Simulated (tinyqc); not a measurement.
# Voltage drop against the pad pitch

A grid of 13 by 13 nodes with segments Rx (rows) and Ry (columns); every node draws I1 and the central node kh I1; pads with resistance Rp sit at the nodes whose row and column are multiples of the pitch, counting from 0. The drops u = Vdd - V follow from G u = i, with G the conductance matrix and i the load currents, solved directly.

Parameters, values chosen for the exercise: supply voltage Vdd = 0.75 V; resistance of a horizontal segment Rx = 0.32 ohm; resistance of a vertical segment Ry = 1.4 ohm; resistance from a pad node to the supply Rp = 0.05 ohm; factor on the load at the hot node kh = 1; load current of a node in the large grid I1 = 0.42 mA.

Voltage drop against the pad pitch:
columns A: pitch (nodes); B: pads; C: worst drop (mV); D: mean drop (mV); E: largest drop at a pad (mV); F: largest pad current (mA); G: worst drop over Vdd (%)
```
A     B        C        D        E       F         G
1   169  0.02100  0.02100  0.02100  0.4200  0.002800
2    49   0.4430   0.2632  0.08375   1.675   0.05907
3    25   0.9979   0.7070   0.1855   3.711    0.1331
4    16    1.989    1.365   0.3137   6.275    0.2652
6     9    4.429    3.317   0.6605   13.21    0.5905
12    4    18.01    13.86   0.8872   17.75     2.401
```

The worst drop goes from 0.0210 to 18.0 mV while the number of pads falls from 169 to 4; between the last two rows it goes as pitch^(2.02). The largest drop at a pad is 100 % of the worst drop in the first row and 4.93 % in the last; the rest falls along the wires.

Numbers from tinyqc (`OMP_NUM_THREADS=1 python tinyqc.py 2770210 2770211 out.jsonl`; about 0.08 s on one thread of a shared Intel Xeon 2.30GHz).
